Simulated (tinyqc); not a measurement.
Strain-driven roughening and islands of a mismatched epitaxial film: one step, computed by the program tinyqc.

Film and substrate share isotropic elastic constants; the film is coherent and biaxially strained.

Task: Asaro-Tiller-Grinfeld instability. A ripple A cos(k x) has the surface chemical potential per volume [gamma k^2 - 2 (1 + nu) w k] A cos(k x), so k_c = 2 (1 + nu) w/gamma. With surface diffusion the amplitude grows at the rate q = B k^2 [2 (1 + nu) w k - gamma k^2], fastest at k_m = (3/4) k_c. B is the surface mobility.

Inputs (values chosen for the exercise, modelled on GaN on AlN): Poisson ratio nu = 0.21; surface energy gamma = 1.88 J/m^2; surface mobility D_s nu_s Omega^2/(k_B T) = 2.9e-35 m^6/(J s).

Transport: surface diffusion.

energy density w = 191.2485 MJ/m^3

Give: k_c; critical wavelength; fastest wavelength; growth time 1/q at k_m.

Result:

k_c = 0.2462 1/nm

critical wavelength = 25.52 nm

fastest wavelength = 34.03 nm

growth time 1/q at k_m = 47.35 s
